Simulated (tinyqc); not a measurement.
Worked calculation: Hubbard chain of 2 sites. Computed by tinyqc, a small Python program that keeps every step. Settings: hopping = 0.53, U = 4.0, mixing = 1, iteration cap = 73. Command: `OMP_NUM_THREADS=1 python tinyqc.py 31504 31505 out.jsonl` (the two numbers bound the seeds that draw the settings). One thread of a shared host (Intel(R) Xeon(R) Processor @ 2.60GHz), about 0.1 s of CPU time with the checks.

one-body matrix (hopping and site energies) (eV):
```
          1         2
1   0.00000  -0.53000
2  -0.53000   0.00000
```

U = 4.00000 eV

electrons, up and down: 1  1

n(up) at the start (a guess, not normalised): 1 0.55000, 2 0.45000

n(down) at the start (a guess): 1 0.45000, 2 0.55000

Each step fills the lowest levels of T + U n(other spin) and sets n(new) = n + mixing (n(out) - n); stop when output and input agree to 1e-8.

Course of the cycle:
```
iteration      E (eV)  largest |n(out) - n(in)|  mean |n_up - n_down|
1           0.7589633                  1.27e-01               0.35306
2           0.0844024                  2.23e-01               0.79977
3          -0.1355441                  7.47e-02               0.94925
4          -0.1404198                  6.96e-03               0.96317
5          -0.1404498                  5.00e-04               0.96417
6          -0.1404500                  3.52e-05               0.96424
7          -0.1404500                  2.47e-06               0.96425
8          -0.1404500                  1.74e-07               0.96425
9          -0.1404500                  1.22e-08               0.96425
10         -0.1404500                  8.56e-10               0.96425
```

Can the last value be used, and what does the course show?

Yes. Converged in 10 iterations. Before convergence this energy mixes input and output and is not variational, so it may rise towards its limit.
